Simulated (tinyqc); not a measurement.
Inside a calculation. Method: UHF in the sto-6g basis, for H4, spin multiplicity 3. One step of it, computed by the program tinyqc.

Task: Iteration 2: DIIS coefficients. Solve [B -1; -1 0][c; lambda] = [0; -1] for the coefficients, which sum to one.

B (overlaps of the stored error matrices):
```
               1              2
1  3.9747574e-01  3.3319878e-02
2  3.3319878e-02  1.1083354e-01
```

Give: DIIS coefficients.

Result:

DIIS coefficients: 0.1755  0.8245
